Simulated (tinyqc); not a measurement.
Comparisons within one model: pair of shallow donors (hydrogen-like orbitals). A value that a table varies takes the place of the one given here.

Each donor has the orbital exp(-r/a); energy unit Ha* = q/(eps a), q = e^2/(4 pi eps0), so that a lone donor is bound by Ha*/2; x = R/a. One electron: S = (1 + x + x^2/3) exp(-x), j = 1/x - (1 + 1/x) exp(-2x), k = (1 + x) exp(-x); levels E(+/-) = -1/2 - (j +/- k)/(1 +/- S) in Ha*, without the repulsion of the ions, split by D = |E(-) - E(+)|. In six valleys the overlaps S and k are multiplied by v = [cos(K Rx) + cos(K Ry) + cos(K Rz)]/3, K = k0 (2 pi/a_lat), for isotropic envelopes and the symmetric valley state.

Two electrons, Heitler-London: with S' = (1 - x + x^2/3) exp(x), C = 1/x - exp(-2x)(1/x + 11/8 + 3x/4 + x^2/6), X = (1/5){exp(-2x)(25/8 - 23x/4 - 3x^2 - x^3/3) + (6/x)[S^2 (0.5772157 + ln x) + S'^2 Ei(-4x) - 2 S S' Ei(-2x)]}, Q = C - 2j + 1/x and A = X - 2 S k + S^2/x, the singlet and triplet lie at (Q +/- w A)/(1 +/- w S^2) from two lone donors, with the valley weight w = v^2; the exchange is J = triplet - singlet.

Constants: e^2/(4 pi eps0) = 14.39964547 eV angstrom.

Values chosen for the exercise (near those of two donors in Si; the results hold for these values, not for the real material): a = 16 angstrom (orbital radius); eps = 11.4 (dielectric constant); a_lat = 5.431 angstrom (lattice constant); k0 = 0.846 2 pi/a_lat (valley position); sites = ((15, 0, 0), (15.25, 0.25, 0.25), (15.5, 0.5, 0), (15, 0.5, 0.5), (14.75, 0.25, -0.25), (15.75, 0.25, -0.25), (15, 1, 0), (15.25, 0.75, -0.25), (16, 0.5, 0.5)) a_lat (positions of the second donor); Ns = (0.051, 0.13, 0.31, 0.77, 1.8, 3.8, 7.7) x 1e18/cm^3 (donor densities); n = (12, 2, 0) a_lat (separation vector).

## Placement within one cell

D and J for each site, and for v = 1.

Results:

| site | R (angstrom) | v | D (meV) | J (micro-eV) | J for v = 1 |
|---|---|---|---|---|---|
| (15, 0, 0) | 81.5 | 0.544 | 1.69 | 90.0 | 304 |
| (15.25, 0.25, 0.25) | 82.8 | 0.431 | 1.25 | 49.4 | 266 |
| (15.5, 0.5, 0) | 84.2 | 0.291 | 0.790 | 19.7 | 232 |
| (15, 0.5, 0.5) | 81.6 | -0.713 | 2.21 | 153 | 302 |
| (14.75, 0.25, -0.25) | 80.1 | -0.171 | 0.565 | 10.1 | 347 |
| (15.75, 0.25, -0.25) | 85.6 | 0.009 | 0.0236 | 0.0176 | 203 |
| (15, 1, 0) | 81.6 | 0.400 | 1.23 | 47.8 | 299 |
| (15.25, 0.75, -0.25) | 82.9 | 0.130 | 0.376 | 4.46 | 263 |
| (16, 0.5, 0.5) | 87.0 | -0.915 | 2.17 | 148 | 177 |

What does this show, and why?

Over these sites the envelope alone changes J by a factor 1.96, and the valley factor v^2 by 9.67e+03; J runs from 0.0176 at (15.75, 0.25, -0.25) to 153 micro-eV at (15, 0.5, 0.5). Moves of less than one lattice constant change the phases of the valleys along each axis that moves, so the placement must be exact to the site.

## From lone donors to an impurity band (impurity band of shallow donors (Hubbard estimate))

Donors on a simple cubic lattice of spacing R = N^(-1/3) (1/angstrom^3 = 1e24/cm^3), Ha* = q/(eps a), q = e^2/(4 pi eps0), x = R/a. Hopping t = Ha* (1 + x) exp(-x), band width B = 12 t, on-site repulsion U = (5/8) Ha*; the gap closes near B/U = 1.15. Valley factors and disorder are left out.

Results:

| N (1e18/cm^3) | R (angstrom) | N^(1/3) a | t (meV) | B (meV) | B/U |
|---|---|---|---|---|---|
| 0.051 | 269.7 | 0.059 | 6.76e-05 | 0.000811 | 1.64e-05 |
| 0.13 | 197.4 | 0.081 | 0.00462 | 0.0554 | 0.00112 |
| 0.31 | 147.8 | 0.108 | 0.0788 | 0.946 | 0.0192 |
| 0.77 | 109.1 | 0.147 | 0.675 | 8.10 | 0.164 |
| 1.8 | 82.2 | 0.195 | 2.84 | 34.1 | 0.692 |
| 3.8 | 64.1 | 0.250 | 7.20 | 86.4 | 1.75 |
| 7.7 | 50.6 | 0.316 | 13.9 | 167 | 3.38 |

What does this show, and why?

B/U passes 1.15 between 1.8 and 3.8 x 1e18/cm^3; the root is x = 4.52, N^(1/3) a = 0.221, N = 2.6 x 1e18/cm^3, below the 4.3 that the empirical rule N^(1/3) a = 0.26 gives; the estimate is rough, since random positions, the overlap of the orbitals and screening are left out. While N grows by 151 times, t grows by 2.05e+05 times.

## What each parameter does

x, D = |E(-) - E(+)| and J. Each row changes one parameter from the base and keeps the others.

Results:

| case | x | D (meV) | J (micro-eV) |
|---|---|---|---|
| base | 4.129 | 2.613 | 217 |
| a = 14.4 angstrom | 4.588 | 2.070 | 122 |
| eps = 12.5 | 4.129 | 2.383 | 198 |
| k0 = 0.826 2 pi/a_lat | 4.129 | 2.726 | 236 |
| n = (13, 2, 0) a_lat | 4.465 | 2.758 | 239 |

How do the results move?

The largest shifts from the base row, up to three for each result and ties (the steps differ in size, so this ranks the rows, not the parameters). x: a +0.459, n +0.335; unchanged at the printed digits by eps and k0. D (meV): a -0.543, eps -0.230, n +0.145. J (micro-eV): a -95.5, n +22.0, eps -19.1.

Program tinyqc; command `OMP_NUM_THREADS=1 python tinyqc.py 1280702 1280703 out.jsonl`; about 0.01 s on one thread of a shared Intel(R) Xeon(R) Processor @ 2.30GHz.
